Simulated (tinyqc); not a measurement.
Finite-difference solution of the diffusion equation on a small grid: one step, computed by the program tinyqc.

dC/dt = D d2C/dx2 on nodes x_j = j dx, j = 0..11; the far end is sealed.

Task: Amplification factors. The mode of M with eigenvalue mu has its amplitude multiplied per step by g = (1 + (1 - theta) r mu)/(1 - theta r mu), with theta = 0 explicit, 1 implicit, 1/2 Crank-Nicolson; the explicit scheme is stable for r up to 2/|mu_min|.

Boundary at x = 0: surface loss. Scheme: Crank-Nicolson.

operator M:
```
            0          1          2          3          4          5          6          7
0   -2.791111   2.000000   0.000000   0.000000   0.000000   0.000000   0.000000   0.000000
1    1.000000  -2.000000   1.000000   0.000000   0.000000   0.000000   0.000000   0.000000
2    0.000000   1.000000  -2.000000   1.000000   0.000000   0.000000   0.000000   0.000000
3    0.000000   0.000000   1.000000  -2.000000   1.000000   0.000000   0.000000   0.000000
4    0.000000   0.000000   0.000000   1.000000  -2.000000   1.000000   0.000000   0.000000
5    0.000000   0.000000   0.000000   0.000000   1.000000  -2.000000   1.000000   0.000000
6    0.000000   0.000000   0.000000   0.000000   0.000000   1.000000  -2.000000   1.000000
7    0.000000   0.000000   0.000000   0.000000   0.000000   0.000000   1.000000  -2.000000
8    0.000000   0.000000   0.000000   0.000000   0.000000   0.000000   0.000000   1.000000
9    0.000000   0.000000   0.000000   0.000000   0.000000   0.000000   0.000000   0.000000
10   0.000000   0.000000   0.000000   0.000000   0.000000   0.000000   0.000000   0.000000
11   0.000000   0.000000   0.000000   0.000000   0.000000   0.000000   0.000000   0.000000

            8          9         10         11
0    0.000000   0.000000   0.000000   0.000000
1    0.000000   0.000000   0.000000   0.000000
2    0.000000   0.000000   0.000000   0.000000
3    0.000000   0.000000   0.000000   0.000000
4    0.000000   0.000000   0.000000   0.000000
5    0.000000   0.000000   0.000000   0.000000
6    0.000000   0.000000   0.000000   0.000000
7    1.000000   0.000000   0.000000   0.000000
8   -2.000000   1.000000   0.000000   0.000000
9    1.000000  -2.000000   1.000000   0.000000
10   0.000000   1.000000  -2.000000   1.000000
11   0.000000   0.000000   2.000000  -2.000000
```

mesh ratio r = 0.225

Give: eigenvalues mu of M; factors g; largest stable r of the explicit scheme.

Result:

eigenvalues mu of M: [-4.151, -3.967, -3.746, -3.377, -2.899, -2.353, -1.784, -1.237, -0.756, -0.378, -0.130, -0.014]

factors g: [0.3633, 0.3828, 0.4070, 0.4494, 0.5081, 0.5814, 0.6657, 0.7557, 0.8433, 0.9183, 0.9713, 0.9969]

largest stable r of the explicit scheme = 0.4818

The smallest factor is 0.363: no mode changes sign, and all decay but one with mu = 0 where there is such a mode.
